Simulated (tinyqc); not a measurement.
Leaving out one process at a time: Debye-Callaway model of lattice thermal conductivity. Computed by tinyqc, a small Python program. Command: `OMP_NUM_THREADS=1 python tinyqc.py 3026602 3026603 out.jsonl callaway walk`. One thread of a shared host (Intel(R) Xeon(R) Processor @ 2.30GHz), about 0.01 s of CPU time with the checks.

Three acoustic branches with one velocity v, cut at omega_D = k_B Theta/hbar; x = hbar omega/(k_B T). v and Theta are separate inputs: Theta cuts off the heat-carrying modes, so C need not reach 3 k_B/V. gamma is an effective value that sets the umklapp rate. Heat flows along the wire.

Inputs (values chosen for the exercise, modelled on magnesium oxide):

| quantity | value | unit |
|---|---|---|
| sound velocity v | 6840 | m/s |
| Debye temperature Theta | 774 | K |
| volume per atom V | 9.34 | angstrom^3 |
| mean atomic mass M | 20.15 | u |
| effective Grueneisen parameter gamma | 3.64 | - |
| umklapp exponent divisor b | 3 | - |
| mass variance Gamma | 0.00053 | - |
| wire diameter D | 0.16 | micrometre |
| specularity p | 0 | - |
| normal-process factor f_N | 1.9 | - |
| temperature T | 400 | K |

Sample: wire. Point defects: isotopes. Normal processes: included.

Constants: k_B = 1.380649e-23 J/K; hbar = 1.054571817e-34 J s; u = 1.6605390666e-27 kg.

Method:
- Gamma is given directly by the isotope mixture. A = V Gamma/(4 pi v^3).
- Rates: point defects A omega^4; umklapp B omega^2 T exp(-Theta/(b T)) with B = hbar gamma^2/(M v^2 Theta); normal processes f_N B omega^2 T (T/Theta)^2. Boundaries: v/Lambda_B with Lambda_B = D (1 + p)/(1 - p).
- kappa_1 = c int tau_C g dx, g = x^4 e^x/(e^x - 1)^2, c = (k_B/(2 pi^2 v)) (k_B T/hbar)^3, over 0 < x < min(Theta/T, 40), by 96 Gauss-Legendre points in s with x = x_max s^2; 1/tau_C = 1/tau_R + 1/tau_N; kappa_2 = c [int (tau_C/tau_N) g dx]^2 / int (tau_C/(tau_N tau_R)) g dx; kappa = kappa_1 + kappa_2.

Rayleigh coefficient A = 1.23096e-45 s^3

Conductivity at T:

| case | kappa (W/(m K)) | ratio to all |
|---|---|---|
| all processes | 25.685 | 1 |
| without point defects | 26.273 | 1.0229 |
| without boundaries | 29.221 | 1.1376 |
| without umklapp | 316.72 | 12.331 |

What does the comparison show, and why?

Removing umklapp raises kappa most, by a factor 12.3; removing point defects gives only 1.02.
